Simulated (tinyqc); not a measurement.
What each parameter does: two-band k.p model of the X valleys of a zinc-blende crystal.

k along the valley axis, counted from X, c = hbar^2/2m0, e = c k^2/ml. H = [[e - D/2, i P k], [-i P k, e + D/2]] with P^2 = D0 c/ml, so E = e -/+ sqrt(D^2/4 + D0 e). For D = 0 (diamond lattice) the bands cross at X.

With x = D/D0: for x < 1 the minima lie at k_m = sqrt(ml D0 (1 - x^2)/(4 c)), the hump at X has the height dE = (D0/4)(1 - x)^2 and the mass at the minimum is ml/(1 - x^2); the mass at X is ml/(1 - 1/x), negative for x < 1. For x > 1 the minimum is at X.

Thermal masses along the axis for one X point, lower band, E from the minimum, on 1601 points from -0.8 to 0.8 1/angstrom: density-of-states mass m_d = c I^2/(pi kT), I = integral of exp(-E/kT) dk; conductivity mass m_c = 2 c kT/<(dE/dk)^2> with central differences.

Constants: hbar^2/2m0 = 3.80998211 eV angstrom^2; kB = 8.617333262e-05 eV/K.

Inputs chosen for the exercise (of the order of those of GaP; the results hold for these values, not for the real material): D = 0.38 eV (splitting of the two conduction levels at X); D0 = 0.457 eV (coupling energy); ml = 0.922 m0 (mass along the axis from remote bands); T = 150 K (temperature).

Shape of the lower band and thermal masses.

One parameter was then changed.

Results before and after:

| case | k_m (1/angstrom) | dE (meV) | m_d (m0) | m_c (m0) |
|---|---|---|---|---|
| base | 0.0924 | 3.243 | 8.829 | 3.522 |
| changed | 0.0924 | 3.243 | 8.711 | 3.495 |

Which of these changes was made? (a) T = 154.5 K; (b) ml = 0.9497 m0; (c) D = 0.3686 eV; (d) D0 = 0.4433 eV.
Answer: (a) T = 154.5 K. Of the candidates, run in turn, only this one gives the changed row.

All candidates:

| case | k_m (1/angstrom) | dE (meV) | m_d (m0) | m_c (m0) |
|---|---|---|---|---|
| base | 0.0924 | 3.243 | 8.829 | 3.522 |
| D = 0.3686 eV | 0.0983 | 4.275 | 8.786 | 3.398 |
| D0 = 0.4433 eV | 0.0843 | 2.260 | 8.652 | 3.593 |
| ml = 0.9497 m0 | 0.0937 | 3.243 | 9.095 | 3.628 |
| T = 154.5 K | 0.0924 | 3.243 | 8.711 | 3.495 |

Program tinyqc; command `OMP_NUM_THREADS=1 python tinyqc.py 1880236 1880237 out.jsonl`; about 0.01 s on one thread of a shared Intel(R) Xeon(R) Processor @ 2.30GHz.
